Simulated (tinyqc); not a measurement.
# From one set of inputs to another, one input at a time

Model: wafer bonding and layer transfer: bond energy, gap closing, particles, bonding of dissimilar wafers and hydrogen blisters. Computed by tinyqc, a small Python program. Command: `OMP_NUM_THREADS=1 python tinyqc.py 3029767 3029768 out.jsonl bond ladder`. One thread of a shared host (Intel(R) Xeon(R) Processor @ 2.30GHz), about 0.01 s of CPU time with the checks.

gamma is the energy per area of each of the two surfaces; plates are isotropic, and both wafers have E1 and t1.

The inputs printed are set A. Inputs not listed in the table keep their values of set A, so the rows need not describe a real material.

Inputs (values chosen for the exercise, with wafer 1 close to silicon): Young's modulus E1 = 140 GPa; Poisson ratio nu = 0.2; thickness t1 = 625 micrometre; blade thickness t_b = 100 micrometre; crack length L = 24.9 mm; particle radius h = 0.23 micrometre; radius of a shallow gap R = 4.5 mm; half height of the gap h_g = 9.9 nm; implant depth d = 1.5 micrometre; hydrogen dose = 5.4 1e16/cm^2; share of the dose released as H2 = 0.23; surface energy of the weakened plane gamma_s = 1.1 J/m^2; anneal temperature T = 700 K.

Pair: two equal wafers.

Constants: k_B = 1.380649e-23 J/K.

Method:
- Two cantilevers opened by t_b: gamma = 3 t_b^2 E1 t1^3 E2 t2^3/(16 L^4 (E1 t1^3 + E2 t2^3)).
- E' = E1/(1 - nu^2), equal wafers of thickness t1 assumed. A gap of radius R closes if h_g < h_c: h_c = R^2/sqrt((2/3) E' t1^3/gamma) for R > 2 t1 (plate bending), h_c = 3.6 sqrt(R gamma/E') for R < 2 t1 (local deformation).
- E' = E1/(1 - nu^2), equal wafers assumed. Void radius in the plate regime: R_v = [(2/3) E' t1^3/gamma]^(1/4) h^(1/2). Below h_crit = 5 sqrt(t1 gamma/E') the wafers deform locally and R_v is of the order of h (taken as h).
- A flat crack of radius r under a layer of thickness d, as a clamped plate: centre height w = 3 p r^4/(16 E' d^3), volume pi r^2 w/3, energy release G = 3 p^2 r^4/(32 E' d^3), E' = E1/(1 - nu^2). It grows when G = 2 gamma_s. The gas comes from the area pi r^2: p V = (dose x share/2) pi r^2 k_B T, and G = p w/2 = (3/2) N k_B T with N the H2 molecules per area. Share needed: G = 2 gamma_s. The pressure and height at growth are given for r = 10 d.

Each row keeps all changes above it:
```
input moved                       from     to  void radius (micrometre)  closable height h_c (nm)  share of the dose needed
set A                                -      -                 1.970e+03                      1200                    0.5621
particle radius h (micrometre)    0.23  0.067                 6.700e-02                      1200                    0.5621
crack length L (mm)               24.9   11.1                 6.700e-02                      6039                    0.5621
Young's modulus E1 (GPa)           140    163                 6.700e-02                      6039                    0.5621
hydrogen dose (1e16/cm^2)          5.4    6.1                 6.700e-02                      6039                    0.4976
blade thickness t_b (micrometre)   100     50                 6.700e-02                      3019                    0.4976
implant depth d (micrometre)       1.5    1.6                 6.700e-02                      3019                    0.4976
```

Void radius goes from 1970 to 0.0670, a factor 3.40e-5 in all. The largest single move comes from particle radius h (a factor 3.40e-5). Closable height h_c goes from 1200 to 3020, a factor 2.52 in all. The largest single move comes from crack length L (a factor 5.03), and blade thickness t_b works against it (a factor 0.500). Share of the dose needed goes from 0.562 to 0.498, a factor 0.885 in all. The largest single move comes from hydrogen dose (a factor 0.885). The single moves hold for this order of the switches; the total does not depend on the order.

Extremes, crossings and ranges named in words are read from the listed rows.
